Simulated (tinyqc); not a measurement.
Kronig-Penney superlattice by transfer matrices: sweeps and comparisons. A value that a table varies takes the place of the one given here.

Wells (width a, potential 0, mass mw) alternate with barriers (width b, height V0, mass mb); period d = a + b; c = hbar^2/2m0. The vector (psi, psi'/m) is continuous, and a layer of thickness t carries it by M = [[cos kt, (m/k) sin kt], [-(k/m) sin kt, cos kt]] with k = sqrt(m (E - V)/c); for E < V, k = i kappa gives [[cosh, (m/kappa) sinh], [(kappa/m) sinh, cosh]] of kappa t. A Bloch state obeys cos(q d) = tr(Mb Mw)/2.

Constants: hbar^2/2m0 = 3.80998211 eV angstrom^2.

Inputs chosen for the exercise (near those of an InGaAs superlattice with barriers of InP; not measured data): a = 144 angstrom (well width); V0 = 0.244 eV (barrier height); mw = 0.0415 m0 (mass in the wells); mb = 0.0812 m0 (mass in the barriers); bs = (12, 18, 24, 31.2, 38.4, 48, 60) angstrom (barrier widths); b = 24 angstrom (barrier width).

## Barrier width

First miniband against b. m_z = -2 c f'/d^2 with f = tr M/2 at the bottom of the band. E1 is the level of the single well, kappa1 its decay constant in the barrier.

First miniband:
```
b (angstrom)  bottom (eV)  top (eV)  W (meV)    ln W  m_z (m0)
12.0               0.0134    0.0329    19.54   2.973    0.0518
18.0               0.0167    0.0297    12.99   2.564    0.0630
24.0               0.0189    0.0275    8.620   2.154    0.0798
31.2               0.0206    0.0259    5.264   1.661     0.110
38.4               0.0216    0.0248    3.213   1.167     0.158
48.0               0.0224    0.0241    1.663   0.509     0.263
60.0               0.0229    0.0236   0.7303  -0.314     0.515
```

E1 = 0.0232 eV
kappa1 = 0.0686 1/angstrom

W falls from 19.5 to 0.73 meV, and both edges close in on E1. The slope of ln W is -0.0681 per angstrom over the first two rows and -0.0686 over the last two, against -kappa1 = -0.0686: the width follows one power of the tunnelling amplitude once the wells couple weakly. m_z grows by a factor 9.9.

## From one barrier to a miniband

Transmission through N barriers separated by wells, between leads of the well material: T = 4/[(M11 + M22)^2 + (u M12 - M21/u)^2] with u = k/mw and M the product over all layers; twelve evenly spaced energies around the first miniband.

Transmission:
```
E (eV)    tr M/2 of a period   N = 1    N = 2     N = 4     N = 8
0.015044               2.275  0.0572  0.00292  8.39e-06  6.94e-11
0.016611               1.728  0.0624  0.00554  5.63e-05  5.99e-09
0.018178               1.225  0.0675   0.0119  0.000754  3.85e-06
0.019746               0.762  0.0725   0.0326     0.244    0.0824
0.021313               0.338  0.0774    0.155    0.0716     0.349
0.022880              -0.049  0.0822    0.904     0.704     0.382
0.024448              -0.401  0.0869    0.129    0.0744     0.767
0.026015              -0.719  0.0915   0.0464     0.907     0.711
0.027582              -1.007  0.0959   0.0255   0.00616   0.00125
0.029150              -1.264   0.100   0.0171  0.000902  3.01e-06
0.030717              -1.494   0.105   0.0129  0.000273  1.29e-07
0.032284              -1.697   0.109   0.0105  0.000117  1.50e-08
```

5 of the energies lie in the miniband (|tr M/2| <= 1); there T for N = 8 runs between 0.0824 and 0.767. In the gaps it falls with N: at E = 0.0323 eV from 0.000117 (N = 4) to 1.5e-08 (N = 8), a slope of ln T of -2.24 a period, against -2 arccosh|tr M/2| = -2.24.

## What each parameter does

Bottom and width of the first miniband, the gap above it, and m_z = -2 c f'/d^2 with f = tr M/2. Each row changes one parameter from the base and keeps the others.

Results:
```
case              bottom (eV)  width (meV)  gap (meV)  m_z (m0)
base                   0.0189          8.6       52.7    0.0798
a = 130 angstrom       0.0217         10.7       60.4    0.0776
b = 20 angstrom        0.0176         11.3       48.0    0.0679
V0 = 0.281 eV          0.0203          7.6       56.9    0.0882
mw = 0.0374 m0         0.0197          9.6       55.8    0.0721
mb = 0.069 m0          0.0192          9.8       51.7    0.0723
```

The largest shifts from the base row, up to three for each result and ties (the steps differ in size, so this ranks the rows, not the parameters). bottom (eV): a +0.0028, V0 +0.0014, b -0.0014. width (meV): b +2.7, a +2.1, mb +1.1, V0 -1.1. gap (meV): a +7.7, b -4.6, V0 +4.2. m_z (m0): b -0.0119, V0 +0.0084, mw -0.0077.

(tinyqc, `OMP_NUM_THREADS=1 python tinyqc.py 1250921 1250922 out.jsonl`, Intel(R) Xeon(R) Processor @ 2.30GHz, 1 thread, shared host, about 0.03 s.)
